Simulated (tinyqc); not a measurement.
Band filling: full bands against the rectangular model: Slater-Koster d bands of an fcc metal.

Slater-Koster d bands. For a bond with direction cosines (l, m, n) the 5 x 5 block is dds Ps + ddp Pp + ddd (1 - Ps - Pp), the projectors on sigma, pi and delta states about the bond; for instance <xy|xy> = 3 l^2 m^2 dds + (l^2 + m^2 - 4 l^2 m^2) ddp + (n^2 + l^2 m^2) ddd, <xy|yz> = 3 l m^2 n dds + l n (1 - 4 m^2) ddp + l n (m^2 - 1) ddd and <3z2-r2|3z2-r2> = (n^2 - (l^2 + m^2)/2)^2 dds + 3 n^2 (l^2 + m^2) ddp + (3/4)(l^2 + m^2)^2 ddd. H(k) sums the blocks times cos(k.R) over the neighbours; the d level is the zero of energy; k in 2 pi/a.

Neighbours: twelve at (a/2)(1,1,0) and equivalents.

Mesh: k = f1 b1 + f2 b2 + f3 b3 with fractions (j + 1/2)/N, j = 0 to N - 1, and b = (-1,1,1), (1,-1,1), (1,1,-1) for fcc, (0,1,1), (1,0,1), (1,1,0) for bcc, unit vectors for simple cubic. The lowest Nd/10 of all levels are filled with two electrons each; the bond energy is their sum per atom.

Values chosen for the exercise (of the size met in Co; shifted at random, so the results belong to these values and not to a real crystal):
- dds = -0.527 eV (dd sigma)
- ddp = 0.3 eV (dd pi)
- ddd = -0.021 eV (dd delta)
- N = 8 (mesh)

W = sqrt(12 mu2) with mu2 the mean square level on the mesh; rectangular model: Fermi level W (Nd/10 - 1/2), bond energy -W Nd (10 - Nd)/20. The Fermi level of the mesh is the highest filled level.

Per atom (eV):

| Nd | EF, bands | bond energy, bands | EF, rectangle | bond energy, rectangle |
|---|---|---|---|---|
| 1 | -1.391 | -1.771 | -1.454 | -1.635 |
| 2 | -1.051 | -2.976 | -1.090 | -2.907 |
| 3 | -0.766 | -3.871 | -0.727 | -3.816 |
| 4 | -0.325 | -4.441 | -0.363 | -4.361 |
| 5 | -0.001 | -4.591 | 0.000 | -4.543 |
| 6 | 0.515 | -4.309 | 0.363 | -4.361 |
| 7 | 0.755 | -3.658 | 0.727 | -3.816 |
| 8 | 1.136 | -2.698 | 1.090 | -2.907 |
| 9 | 1.379 | -1.456 | 1.454 | -1.635 |

W = 3.634 eV
full width on the mesh = 4.193 eV

The bond energy is deepest at Nd = 5 (-4.591 eV); the rectangle has its minimum at 5. The two differ most at Nd = 8, by 0.210 eV or 5 % of the deepest value: the second moment fixes the parabola, and higher moments the rest. At Nd = 3 and 7 the bands give -3.871 and -3.658 eV, a skew towards less than half filling.

Computed by tinyqc, a small Python program: `OMP_NUM_THREADS=1 python tinyqc.py 1480284 1480285 out.jsonl` (the numbers bound the seed that draws the inputs); one thread of a shared host (Intel(R) Xeon(R) Processor @ 2.30GHz), about 0.06 s for the whole set of steps.
